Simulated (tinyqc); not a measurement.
Oxide trap near a transistor channel: two-state multiphonon kinetics, telegraph noise and bias instability: one step, computed by the program tinyqc.

An n-channel device under positive gate bias. The trap is empty (state 1) or holds an electron (state 2); both states are parabolas of equal curvature, and the electron reservoir is taken at the Fermi level of the channel.

Question. Barriers and time constants. E_21 = E_t - e F x is the energy of state 2 over state 1; barriers E_c = (E_R + E_21)^2/(4 E_R), E_e = E_c - E_21; tau_c = exp(E_c/k_B T)/(k_0 P), tau_e = exp(E_e/k_B T)/(k_0 P), P the tunnelling factor; occupation f_2 = tau_e/(tau_c + tau_e); 1/tau_0 = 1/tau_c + 1/tau_e.

Inputs (values chosen for the exercise, with an insulator like SiO2 on silicon):
```
quantity                                value   unit
trap depth x from the interface          0.35     nm
trap level above E_F at zero field E_t    0.3     eV
relaxation energy E_R                     1.1     eV
oxide field F                             5.3  MV/cm
attempt rate k_0 at the interface       6e+11    1/s
temperature T                             400      K
```

Parts treated: one trap.

tunnelling factor = 0.01307634

Constants: k_B = 8.617333262e-05 eV/K.

Give: E_21; capture barrier E_c; emission barrier E_e; capture time tau_c; emission time tau_e; occupation f_2; tau_0.

Answer.

E_21 = 0.1145 eV

capture barrier E_c = 0.3352 eV

emission barrier E_e = 0.2207 eV

capture time tau_c = 2.133e-06 s

emission time tau_e = 7.699e-08 s

occupation f_2 = 0.03483

tau_0 = 7.431e-08 s

The two times are within a factor 30 of each other, so the trap switches between both states, though too fast to resolve as telegraph noise.
